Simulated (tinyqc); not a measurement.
# All-pass ring resonator: effect of the ring radius

A ring of length L = 2 pi Rr coupled to one bus waveguide: round-trip amplitude a = 10^(-al L/20), self-coupling t = sqrt(1 - k2). At detuning d from the resonance the round-trip phase is p = 2 pi d/FSR and the transmission T = (a^2 - 2 a t cos p + t^2)/(1 - 2 a t cos p + a^2 t^2). Lossless coupler, linear absorption only.

FSR = lam^2/(ng L), finesse F = pi sqrt(a t)/(1 - a t), FWHM = FSR/F, Q = lam/FWHM, Tmin = (a - t)^2/(1 - a t)^2, power build-up k2 a^2/(1 - a t)^2, optical bandwidth c/(lam Q).

Inputs (values chosen for the exercise); values close to those of silicon waveguides: cold resonance wavelength lam = 1310 nm; group index ng = 4.01; propagation loss al = 45 dB/cm; power coupling k2 = 0.043.

Constants: c = 299792458 m/s. Results are converted to the units shown.

The same in every row: t = 0.97826.

Result of one run:
```
Rr (um),a,Q,Tmin,build-up,bandwidth (GHz)
5,0.98386,7897.6,0.022201,29.552,28.977
```

What becomes of these results when the ring radius Rr is changed from 5 to 8.1 um, all else the same?

Result of the changed run:
```
Rr (um),a,Q,Tmin,build-up,bandwidth (GHz)
8.1,0.97398,10123,0.0082492,18.315,22.607
```

The whole series:
```
Rr (um),a,Q,Tmin,build-up,bandwidth (GHz)
5,0.98386,7897.6,0.022201,29.552,28.977
8.1,0.97398,10123,0.0082492,18.315,22.607
13,0.95857,12215,0.10007,10.189,18.735
21,0.93392,14042,0.26351,5.0271,16.298
34,0.89523,15476,0.44676,2.2329,14.788
56,0.83336,16536,0.61514,0.87486,13.839
90,0.74605,17196,0.73878,0.32789,13.309
```

As Rr goes from 5 to 90 um, Q rises from 7900 to 17200, Tmin goes from 0.0222 through a minimum of 0.00825 (at Rr = 8.1 um among the rows listed) to 0.739 and the build-up falls from 29.6 to 0.328. The ring is overcoupled (t < a) in 1 of the 7 rows; the dip is deepest where t and a cross. Bend loss, which grows for small rings, is left out.

tinyqc, about 0.01 s, one thread, Intel Xeon 2.30GHz (shared host): `OMP_NUM_THREADS=1 python tinyqc.py 2650113 2650114 out.jsonl`
